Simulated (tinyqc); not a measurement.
Free and trapped electrons in a MOS channel with a dense trap tail: two steps of the calculation.

p-type body, charge-sheet picture, full ionisation (an idealisation for deep acceptors), Boltzmann statistics for free electrons. e = Ec - EF at the surface. Acceptor-like traps of density D(E) = D0 + De exp(-E/Ew) at depth E below Ec, from 0 to Eu, hold n_t = integral of D(E)/(1 + exp((e - E)/Vt)). psi = Eg - Vt ln(Nv/Na) - e; N_dep = sqrt(2 eps0 eps_r Na (psi - Vt)/q); n_f = sqrt(N_dep^2 + 2 eps0 eps_r Vt Nc exp(-e/Vt)/q) - N_dep; Vg = Vfb + psi + q (N_dep + n_t + n_f)/Cox, Cox = eps0 eox/tox.

Parameters, values chosen for the exercise; band and dielectric values close to those of 4H silicon carbide:
```
symbol    value         unit                                             meaning
T           250            K                                         temperature
Eg         3.22           eV                                            band gap
eps_r      9.83                                            relative permittivity
Nc      1.27e19        cm^-3              conduction-band density of states at T
Nv      1.92e19        cm^-3                 valence-band density of states at T
eox         3.9                           relative permittivity of the insulator
tox          46           nm                                 insulator thickness
Na       1.6e16        cm^-3                                    acceptor density
Vfb        -2.8            V            flat-band voltage without trapped charge
D0       1.1e10  cm^-2 eV^-1  constant background density of acceptor-like traps
De       1.2e13  cm^-2 eV^-1          density of the tail at the conduction edge
Ew          0.1           eV                            decay energy of the tail
Eu         0.74           eV        depth below Ec down to which the traps reach
mf          170   cm^2/(V s)                          mobility of free electrons
e          0.05           eV                              Ec - EF at the surface
```

Constants: q = 1.602176634e-19 C, kB = 1.380649e-23 J/K, Vt = kB T/q, eps0 = 8.8541878128e-14 F/cm where lengths are in cm. Results are converted to the units shown.

Question 1. Trapped charge. Trapezoid rule on 14 equal steps from 0 to Eu, f = 1/(1 + exp((e - E)/Vt)).

Wanted: E; D(E) f; n_t.

Answer 1.

```
point	E (eV)	D(E) f (cm^-2 eV^-1)
0	0	1.074e12
1	0.05286	3.777e12
2	0.1057	3.888e12
3	0.1586	2.453e12
4	0.2114	1.459e12
5	0.2643	8.649e11
6	0.3171	5.143e11
7	0.3700	3.077e11
8	0.4229	1.859e11
9	0.4757	1.141e11
10	0.5286	7.176e10
11	0.5814	4.682e10
12	0.6343	3.211e10
13	0.6871	2.344e10
14	0.7400	1.834e10
```

n_t = 7.550e11 cm^-2

Question 2. Charges and gate voltage. psi, N_dep, n_f and Vg as defined, with the n_t given; free share n_f/(n_f + n_t); apparent mobility mf n_f/(n_f + n_t); gate voltage spent on traps q n_t/Cox.

n_t = 7.5495403e11 cm^-2

Find: psi; N_dep; n_f; Vg; free share; apparent mobility; gate voltage spent on traps.

Answer 2.

psi = 3.0173 V
N_dep = 7.2164e11 cm^-2
n_f = 1.7982e11 cm^-2
Vg = 3.7525 V
free share = 19.237 %
apparent mobility = 32.702 cm^2/(V s)
gate voltage spent on traps = 1.6113 V

Computed by the program tinyqc: `OMP_NUM_THREADS=1 python tinyqc.py 2222205 2222206 out.jsonl`, one thread of a shared Intel Xeon 2.30GHz, about 0.02 s for the whole run.
